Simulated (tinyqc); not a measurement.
Comparisons within one model: quasiparticle equation with a plasmon-pole self-energy for two band edges. A value that a table varies takes the place of the one given here.

For each edge E = e + X + Sc(E), with the correlation part Sc(E) = A[0]/(E - a + w) + A[1]/(E - b - w); a and b are the valence and conduction energies that enter the Green function (a = ev, b = ec in the one-shot scheme). Z = 1/(1 - dSc/dE), dSc/dE = -A[0]/(E - a + w)^2 - A[1]/(E - b - w)^2.

Parameters, chosen for this exercise (scales of the order of those of AlN; not measured data): ev = 0 eV (mean-field valence top); ec = 4.4 eV (mean-field conduction edge); w = 18 eV (pole energy); Av = (47.7, 23.5) eV^2 (weights of the valence state on the hole and electron poles); Ac = (26.3, 51.2) eV^2 (the same for the conduction state); Xv = -2.67 eV (exchange minus the mean-field potential, valence); Xc = 2.88 eV (the same, conduction).

## Schemes compared

Z = 1; linearised; exact one-shot; energies updated in G (a, b); updated in G and W, where w grows by half of the opening of the gap (a rule chosen for the exercise).

Results (eV):
```
scheme               Ev     Ec    gap  opening
mean field        0.000  4.400  4.400    0.000
Z = 1            -1.069  5.610  6.679    2.279
linearised       -0.895  5.399  6.295    1.895
one-shot, exact  -0.891  5.394  6.285    1.885
update G         -0.980  5.510  6.489    2.089
update G and W   -1.088  5.624  6.712    2.312
```

What can be read from the table?

The openings run from 1.885 (one-shot, exact) to 2.312 eV (update G and W). Linearising moves the gap by 10 meV, updating G +205 meV and updating W a further +223 meV: once Z is kept, the level of self-consistency matters more than linearising.

## The starting point

The mean-field gap is opened by d (ev lowered by d/2, ec raised by d/2) and X is changed by the opposite amounts, so that e + X stays; one-shot and G-updated gaps.

Gaps (eV):
```
d    start  one-shot  update G
0.0  4.400    6.2846    6.4891
0.2  4.600    6.3049    6.4891
0.4  4.800    6.3251    6.4891
0.6  5.000    6.3451    6.4891
0.9  5.300    6.3747    6.4891
1.2  5.600    6.4040    6.4891
1.6  6.000    6.4424    6.4891
```

What can be read from the table?

The one-shot gap moves by a fraction 0.10 of any change of the starting gap, while the updated gap, 6.4891 eV, does not depend on it. The two agree where the start already equals the result, near d = 2.09 eV. A real change of starting point alters the orbitals and the screening too; this model holds both fixed.

## What each parameter does

Exact one-shot edges and Z of the valence state there. Each row changes one parameter from the base and keeps the others.

Results:
```
case                     Ev (eV)  Ec (eV)  gap (eV)       Z
base                     -0.8910   5.3936    6.2846  0.8290
w = 18.9 eV              -0.9767   5.4846    6.4613  0.8415
Xv = -2.77 eV            -0.9738   5.3936    6.3674  0.8281
Xc = 2.98 eV             -0.8910   5.4752    6.3662  0.8290
ec = 4.5 eV              -0.8874   5.4897    6.3771  0.8293
Av = (50.09, 23.5) eV^2  -0.7759   5.3936    6.1695  0.8247
Ac = (26.3, 53.76) eV^2  -0.8910   5.2715    6.1625  0.8290
```

What can be read from the table?

The largest shifts from the base row, up to three for each result and ties (the steps differ in size, so this ranks the rows, not the parameters). Ev (eV): Av +0.1151, w -0.0857, Xv -0.0829; unchanged at the printed digits by Xc and Ac. Ec (eV): Ac -0.1221, ec +0.0961, w +0.0910; unchanged at the printed digits by Xv and Av. gap (eV): w +0.1767, Ac -0.1221, Av -0.1151. Z: w +0.0125, Av -0.0043, Xv -0.0009; unchanged at the printed digits by Xc and Ac.

tinyqc: `OMP_NUM_THREADS=1 python tinyqc.py 1850266 1850267 out.jsonl`; about 0.02 s, one thread, shared Intel(R) Xeon(R) Processor @ 2.30GHz.
